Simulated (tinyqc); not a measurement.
Front-illuminated p-i-n photodiode, quantum efficiency and bandwidth: two steps of the calculation.

Light enters through a p layer (0 to xp), a depleted layer (xp to xp + wi) and a thick n substrate, decaying as exp(-al x); one pass, no back reflection. Carriers made in the depleted layer are all collected; those in the neutral layers diffuse.

Parameters, values chosen for the exercise; values close to those of silicon at this wavelength:
- lam = 1000 nm (wavelength)
- al = 62.7 1/cm (absorption coefficient)
- Rf = 0.1 (reflectance of the front face)
- eps_r = 11.2 (relative permittivity)
- xp = 0.81 um (thickness of the front p layer)
- wi = 60 um (thickness of the depleted layer)
- Dn = 11 cm^2/s (electron diffusion coefficient in the p layer)
- Ln = 0.35 um (electron diffusion length in the p layer)
- S = 90000 cm/s (recombination velocity of the front surface)
- Lp = 0.93 um (hole diffusion length in the thick n substrate)
- ve = 9.88e6 cm/s (electron drift velocity)
- vh = 6.78e6 cm/s (hole drift velocity)
- dia = 14 um (diameter)
- RL = 50 ohm (load resistance)
- Cp = 8 fF (parasitic capacitance)
- f = 0.48 GHz (modulation frequency)

Constants: q = 1.602176634e-19 C, h = 6.62607015e-34 J s, c = 299792458 m/s, eps0 = 8.8541878128e-14 F/cm where lengths are in cm. Results are converted to the units shown.

Task 1. Quantum efficiency. k = al Ln, s = S Ln/Dn, e = exp(-al xp); front layer f1 = (k/(k^2 - 1)) {[s + k - e (s cosh(xp/Ln) + sinh(xp/Ln))]/[s sinh(xp/Ln) + cosh(xp/Ln)] - k e}; depleted layer f2 = e (1 - exp(-al wi)); substrate f3 = e exp(-al wi) al Lp/(1 + al Lp); external efficiency (1 - Rf)(f1 + f2 + f3); responsivity = efficiency q lam/(h c).

Find: s; f1; f2; f3; external efficiency; responsivity.

Result 1.

s = 0.2864
f1 = 0.002068
f2 = 0.3119
f3 = 0.003959
external efficiency = 0.2862
responsivity = 0.2308 A/W

The front layer absorbs 0.507 % of the light that enters and collects 40.8 % of that. Diffusion from the neutral layers makes up 1.90 % of the current.

Task 2. Response at one frequency. Drift response for pairs made in the depleted layer, a = al wi, g = 1 - exp(-a), u = 2 pi i f, te = wi/ve, th = wi/vh: electrons He = [g - a (exp(-a) - exp(-u te))/(u te - a)]/(u te g), holes Hh = [g - a (1 - exp(-a - u th))/(a + u th)]/(u th g); C = eps0 eps_r pi (dia/2)^2/wi + Cp; total |He + Hh|/sqrt(1 + (2 pi f RL C)^2), for the current of the depleted layer alone.

Give: te; th; He; Hh; |He + Hh|; C; total response.

Result 2.

te = 607.29 ps
th = 884.96 ps
He = 0.39219-0.28095i
Hh = 0.25883-0.28556i
|He + Hh| = 0.86299
C = 8.2544 fF
total response = 0.86299

The drift response alone falls to 1/sqrt(2) at 0.739 GHz and the RC term alone at 386 GHz; together they give 0.739 GHz.

Program tinyqc, `OMP_NUM_THREADS=1 python tinyqc.py 2250045 2250046 out.jsonl`; Intel Xeon 2.30GHz, shared host, one thread, about 0.01 s.
